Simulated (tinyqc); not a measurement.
# Screening length from the swing

Inverse problem. In a simple model of a Schottky-barrier transistor a barrier thinner than d = 2.6 nm is transparent, so the effective barrier is pn - psi (1 - exp(-d/lam)) and the swing beyond flat band is Vt ln 10/(1 - exp(-d/lam)). Find the thermionic swing, lam, and the effective barrier at psi = 0.2 V.

Parameters, values chosen for the exercise:
- T = 350 K (temperature)
- pn = 0.39 eV (barrier for electrons at both contacts)

Constants: q = 1.602176634e-19 C, kB = 1.380649e-23 J/K, Vt = kB T/q. Results are converted to the units shown.

swing in the tunnelling range = 155.65032 mV/decade

Answer. The ratio of the two swings is 1 - exp(-d/lam).

Vt ln 10 = 69.4 mV/decade
lam = 4.40 nm
effective barrier = 0.301 eV

tinyqc, about 0.04 s, one thread, Intel Xeon 2.30GHz (shared host): `OMP_NUM_THREADS=1 python tinyqc.py 2390002 2390003 out.jsonl`
